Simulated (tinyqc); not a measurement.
Carrier lifetime of a p-type layer with SRH, radiative, Auger and surface recombination: one step of the calculation.

Uniform excess density dn = dp (no trapping), n = n0 + dn, p = p0 + dn, Boltzmann statistics, full ionisation. Surfaces enter as a rate 2 S dn/d, which holds while diffusion to them is fast.

Task. Lifetime, shares and quasi-Fermi splitting. With e = n p - ni^2 = dn (n0 + p0 + dn): U_SRH = e/(tp0 (n + n1) + tn0 (p + p1)), U_rad = B e, U_Aug = (Cn n + Cp p) e, U_s = 2 S dn/d. tau = dn/U, shares of U, splitting Vt ln(n p/ni^2), radiative efficiency U_rad/U.

Values chosen for this exercise; band and dielectric values those of a made-up semiconductor: temperature T = 350 K; radiative coefficient B = 4.89e-15 cm^3/s; Auger coefficient (two electrons) Cn = 3.9e-31 cm^6/s; Auger coefficient (two holes) Cp = 8.4e-32 cm^6/s; surface recombination velocity (both faces) S = 300 cm/s; sample thickness d = 70 um.

Constants: q = 1.602176634e-19 C, kB = 1.380649e-23 J/K, Vt = kB T/q. Results are converted to the units shown.

converged dn = 1.2180519e14 cm^-3
ni = 2.3758333e11 cm^-3
n0 = 5.7015997e5 cm^-3
p0 = 9.9e16 cm^-3
n1 = 1.0954126e7 cm^-3
p1 = 5.1529293e15 cm^-3
tn0 = 2.8985507e-4 s
tp0 = 2.8985507e-5 s

Wanted: tau; shares; quasi-Fermi splitting.

Result.

tau = 1.1073e-5 s
shares (%): SRH 3.631, radiative 0.537, Auger 0.919, surface 94.913
quasi-Fermi splitting = 0.57851 V

Surface recombination takes the largest share. dn is 0.0012 times the doping: low injection.

Program tinyqc, `OMP_NUM_THREADS=1 python tinyqc.py 2300152 2300153 out.jsonl`; Intel Xeon 2.30GHz, shared host, one thread, about 0.01 s.
